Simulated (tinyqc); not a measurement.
Inside a calculation. Model: MOSFET in the linear regime without short-channel effects, parameter extraction from computed curves.

Program tinyqc, `OMP_NUM_THREADS=1 python tinyqc.py 2210039 2210040 out.jsonl`; Intel Xeon 2.30GHz, shared host, one thread, about 0.01 s. Printed values are rounded.

Inversion charge Q = Cox n Vt W0(exp((Vg - VT)/(n Vt))), W0 the Lambert function and n = nf; u = Q/Cox; mobility mu = mu0/(1 + th1 u + th2 u^2); channel resistance Rch = (L - dL)/(W mu Q); Id = Vd/(Rch + Rsd/W). Cox = eps0 eox/tox. Small Vd, no channel-length or drain effects.

Inputs (values chosen for the exercise); channel values of the order met in silicon transistors:

| symbol | value | unit | meaning |
|---|---|---|---|
| T | 400 | K | temperature |
| eox | 25.5 |  | relative permittivity of the gate insulator (close to zirconium oxide) |
| tox | 3.6 | nm | insulator thickness |
| mu0 | 190 | cm^2/(V s) | low-field mobility |
| th1 | 0.72 | 1/V | first mobility attenuation factor |
| th2 | 0 | 1/V^2 | second mobility attenuation factor |
| VT | 0.57 | V | threshold voltage |
| nf | 1.15 |  | body factor |
| W | 1 | um | gate width |
| L | 0.37 | um | drawn gate length |
| dL | 0.015 | um | drawn less effective length |
| Rsd | 100 | ohm um | source plus drain resistance |
| Vd | 0.025 | V | drain voltage |

Constants: q = 1.602176634e-19 C, kB = 1.380649e-23 J/K, Vt = kB T/q, eps0 = 8.8541878128e-14 F/cm where lengths are in cm. Results are converted to the units shown.

## Transfer curve

Vg, point 0 to 8 (V): [0.27, 0.42, 0.57, 0.72, 0.87, 1.02, 1.17, 1.32, 1.47]

u, mu, Rch and Id as defined.

u, point 0 to 8 (V): [2.046890e-5, 8.811917e-4, 0.02248141, 0.1096633, 0.2302589, 0.3622924, 0.4995573, 0.6397520, 0.7818034]
mu, point 0 to 8 (cm^2/(V s)): [189.9972, 189.8795, 186.9735, 176.0959, 162.9801, 150.6919, 139.7386, 130.0816, 121.5690]
Rch, point 0 to 8 (ohm): [1.455460e7, 3.382933e5, 13465.99, 2931.105, 1508.311, 1036.795, 810.8493, 680.1651, 595.5546]
Id, point 0 to 8 (uA): [0.001717659, 0.07387853, 1.842844, 8.247816, 15.54426, 21.99166, 27.44691, 32.04450, 35.94254]

## Threshold and mobility at the peak transconductance

gm_i = (Id_(i+1) - Id_(i-1))/(Vg_(i+1) - Vg_(i-1)); at the point j of largest gm the tangent meets the axis at V_ext = Vg_j - Id_j/gm_j; field-effect mobility gm_j L/(W Cox Vd) with the drawn L.

gm, point 1 to 7 (uS): [6.137087, 27.24646, 45.67139, 45.81281, 39.67550, 33.50947, 28.31878]
j = 4
V_ext = 0.5307006 V
field-effect mobility = 108.1091 cm^2/(V s)

V_ext is 39 mV below the model VT, and the mobility so found is 45 % below mu0 L/(L - dL) = 198 cm^2/(V s), the value for the drawn L; attenuation, series resistance and the slow approach of Q to a straight line all lower the peak gm.

## The Y function

Y_i = Id_i/sqrt(gm_i). For Id = beta Vd x/(1 + th x), x = Vg - VT, Y = sqrt(beta Vd) x whatever th. Slope s from points 4 and 7; VT_Y = Vg - Y/s at point 7; beta = s^2/Vd; mobility beta L/(W Cox) with the drawn L; th* = (beta Vd x/Id - 1)/x at point 7.

Y, point 1 to 7 (uA^0.5 V^0.5): [0.02982203, 0.3530478, 1.220441, 2.296554, 3.491377, 4.741434, 6.021660]
s = 8.278015 uA^0.5 V^-0.5
VT_Y = 0.5925719 V
beta = 2741.021 uA/V^2
mobility from Y = 161.7066 cm^2/(V s)
th* = 0.7637426 1/V

The mobility from Y is 18 % below mu0 L/(L - dL) = 198 cm^2/(V s), which it should reach in deep inversion when th2 = 0. th* compares with th1 + mu0 Cox Rsd/(L - dL) = 1.06 1/V, since series resistance enters like th1. The match is poor here: at these overdrives Q is not yet a straight line in Vg.
